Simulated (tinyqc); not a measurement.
Small-signal admittance of a forward-biased p+-n diode: effect of the hole lifetime.

Holes injected into a neutral base of width wb with an ohmic contact at its end; low injection, p0 far above the equilibrium density. A small voltage v exp(i w t), w = 2 pi f, modulates the edge density by p0 v/Vt, and the small-signal density obeys Dp d2p/dx2 = (1/tau + i w) p.

L = sqrt(Dp tau); direct current J = (q Dp p0/L) coth(wb/L); k = sqrt(1 + i w tau)/L; diffusion admittance Y = (q Dp p0/Vt) k coth(k wb) = G + i w C_diff; junction capacitance C_j = sqrt(q eps0 eps_r Nd/(2 Vr)) in the depletion approximation, with the remaining barrier Vr = Vt ln(Na/p0), a rough value under forward bias; base-width modulation is left out. Measured admittance 1/[Rs + 1/(Y + i w C_j)].

Parameters, values chosen for the exercise; permittivity close to that of gallium arsenide: temperature T = 350 K; relative permittivity eps_r = 12.9; donor density of the base Nd = 3.2e15 cm^-3; hole diffusion coefficient Dp = 5.7 cm^2/s; width of the neutral base wb = 0.31 um; excess hole density at the junction edge p0 = 9e13 cm^-3; acceptor density of the p+ side Na = 3e19 cm^-3; series resistance Rs = 0.0035 ohm cm^2; signal frequency f = 4e9 Hz.

Constants: q = 1.602176634e-19 C, kB = 1.380649e-23 J/K, Vt = kB T/q, eps0 = 8.8541878128e-14 F/cm where lengths are in cm. Results are converted to the units shown.

The same in every row: C_j (uF/cm^2) = 0.02763.

Results:
```
tau (s),w tau,G (S/cm^2),C_diff (uF/cm^2),measured G (S/cm^2),measured C (uF/cm^2),phase of the measured Y (degrees)
2e-11,0.5027,263.2,0.002429,234.3,0.002814,16.79
9e-11,2.262,156.4,0.003718,241.5,0.003136,18.07
2e-9,50.27,119.7,0.004423,245.0,0.003217,18.26
9e-9,226.2,118.3,0.004454,245.2,0.003220,18.27
4e-8,1005,118.0,0.004461,245.2,0.003220,18.27
2e-7,5027,117.9,0.004463,245.2,0.003220,18.27
```

Estimate the missing row, tau = 4e-10 s.

Computed row:
```
tau (s),w tau,G (S/cm^2),C_diff (uF/cm^2),measured G (S/cm^2),measured C (uF/cm^2),phase of the measured Y (degrees)
4e-10,10.05,126.9,0.004269,244.3,0.003203,18.24
```

With this row back in the table: As tau goes from 2e-11 to 2e-7, G falls from 263 to 118 S/cm^2, C_diff rises from 0.00243 to 0.00446 uF/cm^2 and the measured C rises from 0.00281 to 0.00322 uF/cm^2. C_diff stays below C_j.

Numbers from tinyqc (`OMP_NUM_THREADS=1 python tinyqc.py 2890190 2890191 out.jsonl`; about 0.01 s on one thread of a shared Intel Xeon 2.30GHz).
